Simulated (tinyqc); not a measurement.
Inside a calculation. Model: Born-von Karman spring model of a cubic crystal with one atom per cell. Computed by tinyqc, a small Python program that keeps every step. Command: `OMP_NUM_THREADS=1 python tinyqc.py 3024204 3024205 out.jsonl springs walk`. One thread of a shared host (Intel(R) Xeon(R) Processor @ 2.30GHz), about 0.2 s of CPU time with the checks. Intermediate numbers are printed to about 6 digits and carried at full precision; extremes and crossings named in words are read from the listed rows.

First neighbours lie at a/2 (1,1,0) (12 of them), second at a (1,0,0) (6), with all permutations and signs; the volume per atom is Omega = a^3/4. Two shells of springs match a real metal only roughly, above all at the zone boundary.

Inputs (values chosen for the exercise, modelled on aluminium):
```
quantity,value,unit
lattice constant a,4.05,angstrom
atomic mass M,26.98,u
radial spring k1L,1.39,eV/angstrom^2
transverse spring k1T,-0.082,eV/angstrom^2
radial spring k2L,0.17,eV/angstrom^2
transverse spring k2T,-0.0087,eV/angstrom^2
mesh divisions n,10,-
temperature T,300,K
```

Lattice: fcc.

wave vector q (2 pi/a): [0.58, 0.39, 0]

Constants: nu for 1 eV/(angstrom^2 u) = 15.6333042 THz; 1 eV/angstrom^3 = 160.2176634 GPa; u = 1.6605390666e-27 kg; h x 1 THz = 4.135667696 meV; k_B = 8.617333262e-05 eV/K; hbar^2/u = 4.18015928e-03 eV angstrom^2; hbar = 1.054571817e-34 J s; k_B = 1.380649e-23 J/K.

## Dynamical matrix at q

A neighbour at R with unit vector n couples by the matrix K(R) = kL n n^T + kT (1 - n n^T), and D(q) = (1/M) sum_R K(R) [1 - cos(q.R)].

D(q) (eV/(angstrom^2 u)):
```
,x,y,z
x,0.240667,0.099441,0.000000
y,0.099441,0.175166,0.000000
z,0.000000,0.000000,0.169657
```

## Frequencies and polarisations

Diagonalise D. An eigenvalue lambda of D in eV/(angstrom^2 u) gives nu = 15.6333042 THz x sqrt(lambda). Eigenvectors are columns, with the largest component positive; the longitudinal weight is (e.q)^2/q^2.

eigenvalues (eV/(angstrom^2 u)): [0.103221, 0.169657, 0.312612]

frequencies (THz): [5.02267, 6.43927, 8.74085]

polarisation vectors:
```
,mode 1,mode 2,mode 3
x,-0.58617,0.00000,0.81019
y,0.81019,0.00000,0.58617
z,0.00000,1.00000,0.00000
```

longitudinal weights: [0.001180, 0.000000, 0.998820]

Mode 3 is the most longitudinal, with weight 1.00.

## Elastic constants from long waves

[ij,kl] = (1/(2 Omega)) sum_R K_ij R_k R_l; C11 = [xx,xx], C44 = [xx,yy], C12 = 2 [xy,xy] - C44; B = (C11 + 2 C12)/3; Zener ratio A = 2 C44/(C11 - C12). K(R) = kL n n^T + kT (1 - n n^T).

C11 = 130.389 GPa

C12 = 72.5845 GPa

C44 = 43.8799 GPa

bulk modulus B = 91.8529 GPa

Zener ratio A = 1.51820

C12 - C44 = 28.70 GPa: the Cauchy relation fails because sum_R kT R^2 is not zero; a negative sum gives a positive Cauchy pressure.

## Sound velocities

rho = M/Omega and v = sqrt(C/rho), with C = C11, C44, C44 along [100]; (C11 + C12 + 2 C44)/2, C44, (C11 - C12)/2 along [110]; (C11 + 2 C12 + 4 C44)/3 and twice (C11 - C12 + C44)/3 along [111].

density rho = 2697.65 kg/m^3

Velocities (m/s):
```
direction,longitudinal,transverse 1,transverse 2
[100],6952.30,4033.11,4033.11
[110],7340.74,4033.11,3273.22
[111],7465.73,3544.66,3544.66
```

Along [110] the two transverse waves differ by a factor sqrt(2 C44/(C11 - C12)) = 1.232.

## Frequencies at the zone boundary

The formulas are those given above.

Frequencies (THz) at points given in 2 pi/a:
```
point,nu 1,nu 2,nu 3
"X (1, 0, 0)",6.43832,6.43832,9.7360
"L (0.5, 0.5, 0.5)",4.82536,4.82536,10.1631
"W (1, 0.5, 0)",6.90013,8.23439,8.2344
"K (0.75, 0.75, 0)",6.06780,7.96785,8.8942
```

## Highest frequency at X

Take the highest frequency at X = (1, 0, 0) (2 pi/a).

highest frequency at X = 9.73596 THz

## Dispersion against the sound-wave line

The last column divides the top branch by the straight line with its slope at G. End points in 2 pi/a: X = (1, 0, 0), L = (0.5, 0.5, 0.5).

Frequencies (THz) along two lines:
```
line,fraction of the way,nu 1,nu 2,nu 3,nu 3 / linear
G-X,0.10,0.99212,0.99212,1.7052,0.993376
G-X,0.25,2.43164,2.43164,4.1184,0.959661
G-X,0.40,3.74649,3.74649,6.1903,0.901533
G-X,0.55,4.86423,4.86423,7.7986,0.825998
G-X,0.70,5.71858,5.71858,8.9041,0.741005
G-X,0.85,6.25524,6.25524,9.5338,0.653390
G-X,1.00,6.43832,6.43832,9.7360,0.567160
G-L,0.10,0.75485,0.75485,1.5899,0.995893
G-L,0.25,1.84659,1.84659,3.8893,0.974495
G-L,0.40,2.83628,2.83628,5.9737,0.935489
G-L,0.55,3.66924,3.66924,7.7281,0.880163
G-L,0.70,4.29943,4.29943,9.0554,0.810332
G-L,0.85,4.69204,4.69204,9.8823,0.728270
G-L,1.00,4.82536,4.82536,10.1631,0.636620
```

Along G-X the top branch ends at 57 % of its linear extrapolation. Along G-L the top branch ends at 64 % of its linear extrapolation, which is the 2/pi of a pure sine: planes normal to this line couple to their next planes alone. A Debye model keeps the straight line throughout.

## Thermal sums on a mesh

Mesh: q = sum_i (m_i + 1/2)/n b_i, m_i = 0..n-1, with b = [[-1, 1, 1], [1, -1, 1], [1, 1, -1]] in 2 pi/a; sums are averages over the n^3 points, per atom. With x = h nu/(k_B T) and n = 1/(exp(x) - 1) for each mode: F = k_B T [x/2 + ln(1 - exp(-x))], U = k_B T x (n + 1/2), S/k_B = x n - ln(1 - exp(-x)), C/k_B = x^2 n (n + 1). <u_x^2> = (1/3) sum over modes of hbar^2/(2 M h nu) coth(x/2); zero-point energy = sum h nu/2. <u_x^2> converges slowly with the mesh, from below, with an error of order 1/n.

free energy F = 4.11988 meV/atom

energy U = 85.1667 meV/atom

entropy S = 3.13503 k_B/atom

heat capacity C = 2.72001 k_B/atom

<u_x^2> = 0.00881105 angstrom^2

zero-point energy = 40.9082 meV/atom

C is 91 % of the classical 3 k_B, and the zero-point energy is 48 % of U.

## Debye temperature from the elastic constants

Christoffel matrix G_xx = C11 n_x^2 + C44 (1 - n_x^2), G_xy = (C12 + C44) n_x n_y, with eigenvalues rho v^2; v_m^-3 is the mean of v^-3 over three branches and all directions (12 Gauss-Legendre points in cos(theta) times 24 angles phi = (j + 1/2) pi/12); q_D = (6 pi^2/Omega)^(1/3); Theta = hbar v_m q_D/k_B.

mean velocity v_m = 4143.13 m/s

Debye wave number q_D = 1.52774 1/angstrom

elastic Debye temperature = 483.471 K

## Full spectrum, Debye and Einstein heat capacities

Mesh: q = sum_i (m_i + 1/2)/n b_i, m_i = 0..n-1, with b = [[-1, 1, 1], [1, -1, 1], [1, 1, -1]] in 2 pi/a; sums are averages over the n^3 points (here n = 14), per atom. Debye: C = 9 k_B (T/Theta)^3 int_0^(Theta/T) x^4 e^x/(e^x - 1)^2 dx with the elastic Theta. Einstein: three modes at the root-mean-square frequency. The last column is the Theta that makes the Debye formula give the full C at that T.

root-mean-square frequency = 6.86934 THz

Heat capacity (k_B/atom):
```
T (K),full spectrum,Debye,Einstein,Theta from C (K)
58,0.54810,0.37306,0.33177,413.736
87,1.18505,0.92228,1.01956,416.219
120,1.74424,1.49626,1.65706,419.466
170,2.24584,2.06632,2.21331,422.142
240,2.57984,2.46962,2.56965,423.757
360,2.80114,2.74597,2.79885,424.757
480,2.88556,2.85317,2.88480,425.124
730,2.94967,2.93522,2.94953,425.398
```

The apparent Theta runs from 414 to 425 K against the elastic 483 K; at high T it tends to sqrt(5/3) h nu_rms/k_B = 426 K. At the lowest T the Debye value is 0.68 and the Einstein value 0.61 times the full one; dispersion bends the branches below the sound lines, so the real spectrum has more low modes than Debye assumes. At the highest T Debye misses by 0.49 % and Einstein by 0.0050 %.

Checks made by the program: slopes of the dispersion along [110] against the sound velocities (relative difference 2e-08); F = U - T S (relative difference below 1e-10).
